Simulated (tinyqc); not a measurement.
Changing the time t: Deal-Grove kinetics of thermal oxidation of silicon. Computed by tinyqc, a small Python program. Command: `OMP_NUM_THREADS=1 python tinyqc.py 3017319 3017320 out.jsonl oxide sweep`. One thread of a shared host (Intel(R) Xeon(R) Processor @ 2.30GHz), about 0.2 s of CPU time with the checks.

Oxidant diffuses through the oxide and reacts at the interface, so that dx/dt = B/(A + 2x) for the oxide thickness x.

Inputs (values chosen for the exercise, close to those used for silicon):
```
quantity                       value    unit
prefactor B0                     419  um^2/h
activation energy E_B          0.786      eV
prefactor (B/A)0            1.09e+08    um/h
activation energy E_A           2.03      eV
temperature T                    850       C
oxidant pressure p              0.25     atm
pressure exponent m of B/A         1       -
initial oxide x_i              0.025      um
```

Ambient: steam. Surface: (100).

Constants: k_B = 8.617333262e-05 eV/K.

Method:
- B = B0 p exp(-E_B/(k_B T)), B/A = (B/A)0 p^m exp(-E_A/(k_B T)), p in atm; A = B/(B/A).
- Temperatures in kelvin are T(C) + 273.15.
- tau = (x_i^2 + A x_i)/B and x = (A/2) [sqrt(1 + 4 B (t + tau)/A^2) - 1], the root of x^2 + A x = B (t + tau).
- Silicon consumed is 0.44 times the oxide grown; the rate is B/(A + 2x).

One run for each value:
```
time t (h)  oxide thickness x (um)  final growth rate (um/h)  silicon consumed (um)
0.03                       0.02561                  0.020488             2.7055e-04
0.074                      0.02652                  0.020463             6.6696e-04
0.18                       0.02868                  0.020405             1.6200e-03
0.45                       0.03417                  0.020260             4.0355e-03
1.1                        0.04723                  0.019921             9.7809e-03
2.7                        0.07848                  0.019155             2.3530e-02
6.6                        0.15003                  0.017605             5.5014e-02
16                         0.30239                  0.015017             1.2205e-01
40                         0.61552                  0.011533             2.5983e-01
```

Over the rows, oxide thickness x (um) rises from 0.0256 to 0.616 (exponent d ln y / d ln x 0.038 between the first rows and 0.78 between the last); final growth rate (um/h) falls from 0.0205 to 0.0115 (exponent d ln y / d ln x -0.0013 between the first rows and -0.29 between the last); silicon consumed (um) rises from 2.71e-4 to 0.260 (exponent d ln y / d ln x 1.00 between the first rows and 0.82 between the last). At the low end the exponent of final growth rate is 0.00, close to 0: linear growth has a constant rate. The rate B/(A + 2x) falls as the film lengthens the diffusion path.
